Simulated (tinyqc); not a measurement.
Coupled-perturbed Hartree-Fock on RHF in the cc-pvdz basis, for He, spin multiplicity 1, step by step. One step of it, computed by the program tinyqc.

Task: Coupled step 1. U_ai = -(mu_ai + sum_bj [4 (ai|bj) - (ab|ij) - (aj|bi)] U_bj) / (e_a - e_i); alpha = -4 sum U_ai mu_ai.

uncoupled U, order a2, a3, a4, a5:
$$\begin{pmatrix}
0.000000 \\
0.000000 \\
-0.140559 \\
0.000000
\end{pmatrix}$$

dipole integrals <a|y|i> (bohr), order a2, a3, a4, a5:
$$\begin{pmatrix}
0.000000 \\
0.000000 \\
0.483314 \\
0.000000
\end{pmatrix}$$

orbital energies (hartree): MO1 -0.914148, MO2 1.397442, MO3 2.524372, MO4 2.524372, MO5 2.524372

Two-electron integrals over orbitals (pq|rs), unique and non-zero (hartree):
```
(11|11) 1.026865    (21|11) -0.316447   (21|21) 0.227505    (22|11) 0.857592
(22|21) -0.255195   (22|22) 0.765495    (31|31) 0.183149    (32|31) -0.025386
(32|32) 0.028529    (33|11) 0.961262    (33|21) -0.230485   (33|22) 0.774953
(33|33) 1.040531    (41|41) 0.183149    (42|41) -0.025386   (42|42) 0.028529
(43|43) 0.063706    (44|11) 0.961262    (44|21) -0.230485   (44|22) 0.774953
(44|33) 0.913119    (44|44) 1.040531    (51|51) 0.183149    (52|51) -0.025386
(52|52) 0.028529    (53|53) 0.063706    (54|54) 0.063706    (55|11) 0.961262
(55|21) -0.230485   (55|22) 0.774953    (55|33) 0.913119    (55|44) 0.913119
(55|55) 1.040531
```

Give: U after step 1; polarisability.

Result:

U after step 1, order a2, a3, a4, a5:
$$\begin{pmatrix}
0.0000 \\
0.0000 \\
-0.1574 \\
0.0000
\end{pmatrix}$$

polarisability = 0.3043 bohr^3
